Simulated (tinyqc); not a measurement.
## Delay unit and parasitic delay from two ring oscillators

Problem. A ring of 51 inverters oscillates at 1/(2 x 51 d), with stage delay d = tau (h + p) for fan-out h. Find tau, p and the delay at fan-out 4.

frequencies of 51-stage ring oscillators with fan-out 1 and 5 (GHz): 1.3365582  0.40353327

Answer. d is a straight line in h with slope tau and intercept tau p.

tau = 4.240 ps
p = 0.7300
delay at fan-out 4 = 20.06 ps

Computed by the program tinyqc: `OMP_NUM_THREADS=1 python tinyqc.py 2082163 2082164 out.jsonl`, one thread of a shared Intel Xeon 2.30GHz, about 0.01 s for the whole run.
